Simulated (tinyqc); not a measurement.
Changing the width of the heat source w: self-heating of a transistor with one or more fingers, with temperature-dependent conductivity. Computed by tinyqc, a small Python program. Command: `OMP_NUM_THREADS=1 python tinyqc.py 3007463 3007464 out.jsonl selfheat sweep`. One thread of a shared host (Intel(R) Xeon(R) Processor @ 2.30GHz), about 0.07 s of CPU time with the checks.

N long parallel fingers lie on the top face of a slab whose bottom is held at T_0; the top is otherwise insulated, and heat flows in two dimensions. P in W/mm is 1000 P in W/m.

Inputs (values chosen for the exercise, modelled on diamond): conductivity at the base temperature kappa_0 = 1550 W/(m K); power per gate width P = 16 W/mm; fingers N = 5; finger pitch s = 14 micrometre; substrate thickness t = 190 micrometre; phonon free path Lambda = 300 nm.

Power: fixed power.

Method:
- A line source of power P on the top face raises the top at distance x by (P/(pi kappa_0)) g(x), g(x) = -ln tanh(pi x/(4 t)) (the image sum for the slab). On a strip of width w the centre sees the mean of g over the strip, g_0 = 1 + ln(8 t/(pi w)) for w much below t.
- theta_i = (P/(pi kappa_0)) [g_0 + sum over j != i of g(|i - j| s)], with equal powers and constant conductivity; thermal resistance = largest theta/P.
- Near a source smaller than the free path, Fourier's law overstates the flow. Rough estimate: a strip that emits phonons into a half space adds a resistance times area of 4 Lambda/(3 kappa_0), from the ballistic flux C v Delta T/4 with kappa_0 = C v Lambda/3, so Delta T_b = 4 Lambda P/(3 kappa_0 w); Knudsen number Lambda/w.

One run for each value; columns: (1) width of the heat source w (micrometre); (2) thermal resistance (K mm/W); (3) ballistic rise Delta T_b (K); (4) Delta T_b / largest theta; (5) Knudsen number:
```
(1)      (2)     (3)     (4)     (5)
0.03  4.2533  137.63  2.0225  10.000
0.06  4.1109   68.82  1.0463   5.000
0.12  3.9686   34.41  0.5419   2.500
0.24  3.8263   17.20  0.2810   1.250
0.49  3.6797    8.43  0.1431   0.612
0.99  3.5352    4.17  0.0737   0.303
2.00  3.3908    2.06  0.0381   0.150
4.00  3.2485    1.03  0.0199   0.075
```

Over the rows, thermal resistance (K mm/W) falls from 4.25 to 3.25 (exponent d ln y / d ln x -0.049 between the first rows and -0.062 between the last); ballistic rise Delta T_b (K) falls from 138 to 1.03 (exponent d ln y / d ln x about -1.0 throughout); Delta T_b / largest theta falls from 2.02 to 0.0199 (exponent d ln y / d ln x about -0.94 throughout). The exponent of ballistic rise Delta T_b stays at -1: the ballistic term goes as the flux P/w. The Fourier resistance grows only as ln(1/w), the ballistic term as 1/w, so the latter gains weight for narrow sources; it passes a tenth of the Fourier rise between w = 0.49 and 0.99 micrometre.

Caution (rows 0.0300, 0.0600, 0.120, 0.240, 0.490): the source is narrower than two phonon free paths, so the Fourier result understates the rise at the source.

Extremes, crossings and ranges named in words are read from the listed rows.
